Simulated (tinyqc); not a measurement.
FinFET, parasitic resistance, capacitance and delay: two steps of the calculation.

Nf fins under one contact; each has gated perimeter p = 2 Hf + Wf and cross-section A = Hf Wf; contact width Wc = Nf pf, stack height Hs = Hf. Contact length Lc = CPP - Lg - 2 Lsp, shared by two neighbouring gates. Source and drain sides are equal. The formulas are first-order estimates, not field solutions.

Parameters, values chosen for the exercise; values close to those of silicon logic devices:
```
symbol,value,unit,meaning
Nf,3,,number of fins
Hf,50,nm,fin height
Wf,7,nm,fin width
pf,34,nm,fin pitch
CPP,45,nm,contacted gate pitch
Lg,18,nm,gate length
Lsp,8,nm,spacer length
ks,4,,relative permittivity of the spacer
Hc,15,nm,gate height above the channel stack
rc,8.8e-10,ohm cm^2,contact resistivity
re,0.0003,ohm cm,resistivity of the source-drain epitaxy
te,15,nm,current-carrying depth of the epitaxy
rx,0.0018,ohm cm,resistivity of the extension
Lov,1.5,nm,gate overlap
Cinv,2.9,uF/cm^2,inversion capacitance
Cw,0.19,fF,wire load
```

Constants: eps0 = 8.8541878128e-12 F/m. Results are converted to the units shown.

Question 1. Geometry and resistances. Epitaxy sheet resistance Rsh = re/te, transfer length LT = sqrt(rc/Rsh), contact Rc = [sqrt(rc Rsh)/Wc] coth(Lc/(2 LT)); extension of one fin Rx = rx Lsp/A. Effective width N p; for equal currents one side has Rc + Rx/N.

Give: Lc; effective width; Rsh; LT; Rc; Rx; one side times effective width.

Answer 1.

Lc = 11.000 nm
effective width = 321.00 nm
Rsh = 200.00 ohm
LT = 20.976 nm
Rc = 160.44 ohm
Rx = 411.43 ohm
one side times effective width = 95.524 ohm um

Question 2. Capacitances. With N fins: gate Cg = Cinv p N Lg; per side, plate Cp = ks eps0 [Wc (Hs + Hc) - N A]/Lsp, top fringe Cf = (2/pi) ks eps0 Wc ln(1 + Lg/(2 Lsp)), overlap Co = Cinv p N Lov. Cs = Cp + Cf + Co. An inverter of two such devices driving an equal one has the load CL = 2 (Cg + 2 Cs) + 4 Cs + Cw (its own drains counted twice for the Miller effect).

Wanted: Cg; Cp; Cf; Co; CL.

Answer 2.

Cg = 167.56 aF
Cp = 24.703 aF
Cf = 1.7335 aF
Co = 13.963 aF
CL = 848.33 aF

The channel capacitance gives 39.5 % of CL, the parasitic parts 38.1 % and the wire 22.4 %.

Numbers from tinyqc (`OMP_NUM_THREADS=1 python tinyqc.py 2170104 2170105 out.jsonl`; about 0.03 s on one thread of a shared Intel Xeon 2.30GHz).
